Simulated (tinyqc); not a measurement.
# Inputs raised by 10 %, one at a time

Model: atomic layer deposition: Langmuir saturation, growth per cycle and coating of deep features. Computed by tinyqc, a small Python program. Command: `OMP_NUM_THREADS=1 python tinyqc.py 3024461 3024462 out.jsonl ald sens`. One thread of a shared host (Intel(R) Xeon(R) Processor @ 2.30GHz), about 0.04 s of CPU time with the checks.

Precursor A sticks only on free sites, so a long enough pulse saturates; co-reactant B then frees the sites again.

Inputs (values chosen for the exercise, modelled on titanium nitride from the chloride and ammonia):
```
quantity                                   value      unit
precursor mass M                             190         u
site density q                               1.9    1/nm^2
growth per cycle at saturation G            0.35  angstrom
sticking probability beta on free sites    0.026         -
precursor pressure p                          13        Pa
temperature T                                200         C
pulse time t                             0.00099         s
co-reactant completion per pulse c_B        0.99         -
desorption energy E_d                       1.63        eV
purge time t_p                                12         s
aspect ratio a                                73         -
```

Feature: round hole.

Constants: u = 1.6605390666e-27 kg; k_B = 1.380649e-23 J/K; k_B = 8.617333262e-05 eV/K.

Method:
- Wall flux F = p/sqrt(2 pi M k_B T); rate of filling k_a = beta F/q; desorption k_d = 1e13 exp(-E_d/(k_B T)) per second. 1/m^2 = 1e-18/nm^2.
- Temperatures in kelvin are T(C) + 273.15.
- One cycle from coverage th0: pulse A gives th1 = th_s + (th0 - th_s) exp(-(k_a + k_d) t), th_s = k_a/(k_a + k_d); the purge leaves th2 = th1 exp(-k_d t_p); pulse B converts c_B th2 into film and leaves th3 = (1 - c_B) th2. Growth = G c_B th2.
- The periodic state has th0 = th3: th0 = (1 - c_B) e_p th_s (1 - e_a)/(1 - (1 - c_B) e_p e_a), with e_a = exp(-(k_a + k_d) t), e_p = exp(-k_d t_p).
- Share of impinging molecules used = q (th1 - th0)/(F t).
- Diffusion-limited filling (Gordon) of a round hole of diameter w: a saturation front at depth z needs dz/dt = D_K n/(z (4q/w)), with Knudsen D_K = w c/3 and F = n c/4; including the entrance and floor terms, t = (q/F)(1 + 19a/4 + 3a^2/2). Reaction-limited filling needs ln(100)/k_a at any depth, k_a = beta F/q. Flow is molecular. The front picture holds when the modulus a sqrt(beta) is well above 1.
- Depth reached by the given pulse: solve the same formula for a. Exposure = p x diffusion-limited time; 1 langmuir = 1.33322e-4 Pa s.

Runs; columns: (1) input moved; (2) from; (3) to; (4) growth per cycle (angstrom); (5) diffusion-limited time (s); (6) aspect ratio reached by the front in time t; (7) time to 99 % without desorption, ln(100)/k_a (s):
```
(1)                                           (2)    (3)      (4)      (5)     (6)        (7)
base run                                        -      -  0.27322  0.13873  4.8605  0.0029459
site density q (1/nm^2)                       1.9   2.09  0.26215  0.15260  4.5742  0.0032405
precursor pressure p (Pa)                      13   14.3  0.28372  0.12612  5.1614  0.0026781
aspect ratio a                                 73   80.3  0.27322  0.16723  4.8605  0.0029459
precursor mass M (u)                          190    209  0.26775  0.14550  4.7156  0.0030897
purge time t_p (s)                             12   13.2  0.27321  0.13873  4.8605  0.0029459
growth per cycle at saturation G (angstrom)  0.35  0.385  0.30054  0.13873  4.8605  0.0029459
```

Exponents ln(y'/y) / ln(x'/x); columns: (1) input; (2) growth per cycle; (3) diffusion-limited time; (4) aspect ratio reached by the front in time t; (5) time to 99 % without desorption, ln(100)/k_a:
```
(1)                                  (2)    (3)     (4)   (5)
site density q                    -0.434   1.00  -0.637   1.0
precursor pressure p               0.396  -1.00   0.630  -1.0
aspect ratio a                     0.000   1.96   0.000   0.0
precursor mass M                  -0.212   0.50  -0.318   0.5
purge time t_p                    -0.001   0.00   0.000   0.0
growth per cycle at saturation G   1.000   0.00   0.000   0.0
```

Among the inputs moved here: growth per cycle answers most in size to growth per cycle at saturation G (exponent +1.000), next to site density q (-0.434); its exponent is below 0.0005 for aspect ratio a. Diffusion-limited time answers most in size to aspect ratio a (exponent +1.960), next to site density q (+1.000); its exponent is below 0.0005 for purge time t_p, growth per cycle at saturation G. Its exponent +1.960 in aspect ratio a: diffusion into a deep feature. Its exponent +0.500 in precursor mass M: heavier molecules are slower. Aspect ratio reached by the front in time t answers most in size to site density q (exponent -0.637), and about equally to precursor pressure p (+0.630); its exponent is below 0.0005 for aspect ratio a, purge time t_p, growth per cycle at saturation G. time to 99 % without desorption, ln(100)/k_a answers most in size to site density q (exponent +1.000), and about equally to precursor pressure p (-1.000); its exponent is below 0.0005 for aspect ratio a, purge time t_p, growth per cycle at saturation G.

Caution (all rows): common pulse valves need about 10 ms, so a pulse this short is formal. Caution (all rows): the pulse is shorter than ln(100)/k_a, so even the open surface is not saturated and the depth reached has no meaning. Caution (all rows): the depth reached is formal here: it is under 2/sqrt(beta), so no sharp front has formed.
